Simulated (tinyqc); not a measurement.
Range and order of the fit: effective mass of the conduction band from tabulated energies.

c = hbar^2/2m0. A uniform scatter of up to 0.1 meV has been added to mimic numerical noise.
Constants: hbar^2/2m0 = 3.80998211 eV angstrom^2.

Energies along [110], from the band edge:
```
k (1/angstrom)   E (meV)
0.000000         0.00000
0.001800         0.82050
0.003600         3.62190
0.005400         7.99520
0.007200        14.05540
0.009000        21.32440
0.010800        29.74080
0.012600        39.21610
0.014400        49.64600
```

reference mass (curvature of the model at k = 0.0001 1/angstrom) = 0.013400 m0

Least-squares fits of E = a k^2 (+ b k^4 + d k^6) over points 1 to n, and the line y = c k^2/E against E; errors of m against the reference.

Results:
```
n  E at point n (meV)  one term (%)  two terms (%)  three terms (%)  line (%)  rms residual, one term (meV)
3                 8.0          3.45           1.91            18.67     10.26                         0.054
4                14.1          4.47           2.02             2.42      7.98                         0.069
5                21.3          6.70           0.77             2.85      6.38                         0.203
6                29.7          9.39           0.68             1.21      5.26                         0.404
7                39.2         12.25           1.35             0.21      4.49                         0.657
8                49.6         15.20           2.40            -0.03      3.98                         0.964
```

What can be read from this table?

The error of the parabola goes from +3.45 to +15.20 % as the range widens, and at n = 8 its residual, 0.96 meV, is only 1.9 % of the top energy: a small residual does not vouch for the mass. Over the full range (n = 8) the best form is three terms (0.03 %); the line errs by +10.26 % at n = 3 and +3.98 % at n = 8. Many terms on few points amplify the scatter: three terms err by +18.7 % at n = 3 but by 0.0 % at n = 8.

Program tinyqc; command `OMP_NUM_THREADS=1 python tinyqc.py 1880727 1880728 out.jsonl`; about 0.01 s on one thread of a shared Intel(R) Xeon(R) Processor @ 2.30GHz.
